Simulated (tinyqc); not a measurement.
Quantum limit of the contact resistance of a three-dimensional channel: two steps of the calculation.

Parabolic band with gv valleys, C = hbar^2/(2 m0), eta = (EF - Ec)/(kB T). Landauer picture: each mode conducts 2 q^2/h, and the contacts and the channel add incoherently in series, 1/Tt - 1 = 2 (1/tc - 1) + L/lam for the total transmission Tt.

Parameters, values chosen for the exercise: temperature T = 300 K; mass m = 0.073 m0; valleys gv = 1; carrier density n = 2.5e18 cm^-3; transmission of each contact tc = 0.74; back-scattering length of the channel lam = 4.3 nm; channel length L = 6 nm.

Constants: q = 1.602176634e-19 C, kB = 1.380649e-23 J/K, hbar = 1.054571817e-34 J s, h = 6.62607015e-34 J s, m0 = 9.1093837015e-31 kg, Vt = kB T/q, hbar^2/(2 m0) = 0.0380998212 eV nm^2. Results are converted to the units shown.

Problem 1. Fermi level and modes. n = N F12(eta), N = 2 gv (m kB T/(4 pi C))^1.5, F12(x) = (2/sqrt(pi)) int_0^infinity sqrt(u)/(1 + exp(u - x)) du; modes per area M = gv m kB T ln(1 + exp(eta))/(4 pi C); at zero temperature M0 = gv kF^2/(4 pi), kF = (3 pi^2 n/gv)^(1/3). kB T in eV.

Wanted: N; eta; M; M0.

Solution 1.

N = 4.9494e17 cm^-3
eta = 3.2957
M = 1.3134e12 cm^-2
M0 = 1.4029e12 cm^-2

The zero-temperature count is 6.8 % above the thermal one.

Problem 2. Resistances. RQ = (h/2q^2)/M for the whole device, R = RQ/Tt; the part of one contact is Rc = RQ (1/tc - 1/2) and the channel adds RQ L/lam.

M = 1.3134012e12 cm^-2

Wanted: RQ; Rc; channel; R; Tt.

Solution 2.

RQ = 9.827e-9 ohm cm^2
Rc = 8.366e-9 ohm cm^2
channel = 1.371e-8 ohm cm^2
R = 3.044e-8 ohm cm^2
Tt = 0.3228

The two contacts make up 55.0 % of R.

Program tinyqc, `OMP_NUM_THREADS=1 python tinyqc.py 2760023 2760024 out.jsonl`; Intel Xeon 2.30GHz, shared host, one thread, about 0.01 s.
